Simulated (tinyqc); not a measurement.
# Worked calculation: one-diode model of a solar cell

Numbers from tinyqc (`OMP_NUM_THREADS=1 python tinyqc.py 2280002 2280003 out.jsonl`; about 0.01 s on one thread of a shared Intel Xeon 2.30GHz). Printed values are rounded.

J is the current delivered and Vj = V + J Rs the junction voltage. J = X JL - J01 (exp(Vj/(n1 Vt)) - 1) - Vj/Rp. The photocurrent does not depend on voltage.

Parameters, values chosen for the exercise; values of the order met in cells of cadmium telluride:
- T = 323 K (temperature)
- JL = 29.3 mA/cm^2 (photocurrent at one sun)
- X = 0.1 suns (concentration)
- J01 = 3e-10 A/cm^2 (saturation current of the diode)
- n1 = 1.44 (ideality factor of the diode)
- Rs = 1.4 ohm cm^2 (series resistance)
- Rp = 5000 ohm cm^2 (shunt resistance)
- Pin = 100 mW/cm^2 (incident power at one sun)

Constants: q = 1.602176634e-19 C, kB = 1.380649e-23 J/K, Vt = kB T/q. Results are converted to the units shown.

## Starting value

Vj = n1 Vt ln(X JL/J01), the open-circuit voltage of the J01 term alone.

Vj at the start = 0.645082 V

## Iteration 1: new Vj

Maximum power: dP/dVj = f = J (1 + 2 Rs G) - G Vj = 0. G = -dJ/dVj = J01 exp(Vj/(n1 Vt))/(n1 Vt) + 1/Rp. H = dG/dVj; f' = -2 G - 2 Rs G^2 + (2 Rs J - Vj) H; Vj(new) = Vj - f/f'.

J = -0.129016 mA/cm^2
G = 0.0733021 S/cm^2
H = 1.82386 S/(cm^2 V)
f = -47.4414 mA/cm^2
f' = -1.33885 S/cm^2
Vj after iteration 1 = 0.609648 V

## Iteration 2: new Vj

As before.

J = 1.59770 mA/cm^2
G = 0.0303983 S/cm^2
H = 0.753432 S/(cm^2 V)
f = -16.7985 mA/cm^2
f' = -0.519341 S/cm^2
Vj after iteration 2 = 0.577302 V

## Course of the iteration

Stop when the step is below 1e-10 V, or after 60 iterations.

Course of the iteration:
```
iteration  Vj before the step (V)   step (V)
1                        0.645082    -0.0354
2                        0.609648    -0.0323
3                        0.577302    -0.0252
4                        0.552132    -0.0133
5                        0.538852   -2.97e-3
6                        0.535886   -1.23e-4
7                        0.535763   -2.00e-7
8                        0.535763  -5.31e-13
```

Converged in 8 iterations.

## Figures of merit

Jsc at V = 0, Voc at J = 0, the maximum power point where J (1 + 2 Rs G) = G Vj with G = -dJ/dVj; FF = Vmp Jmp/(Voc Jsc); efficiency Vmp Jmp/(X Pin). Empirical fill factor without parasitics FF0 = (v - ln(v + 0.72))/(v + 1), v = Voc/(n1 Vt).

Jsc = 2.92918 mA/cm^2
Voc = 0.643282 V
Vmp = 0.532079 V
Jmp = 2.63127 mA/cm^2
FF = 0.743009
efficiency = 14.0004 %
FF0 = 0.775973

FF is 4.2 % below FF0. Removing one loss at a time changes the efficiency by: shunt +0.57, series resistance +0.10 points.
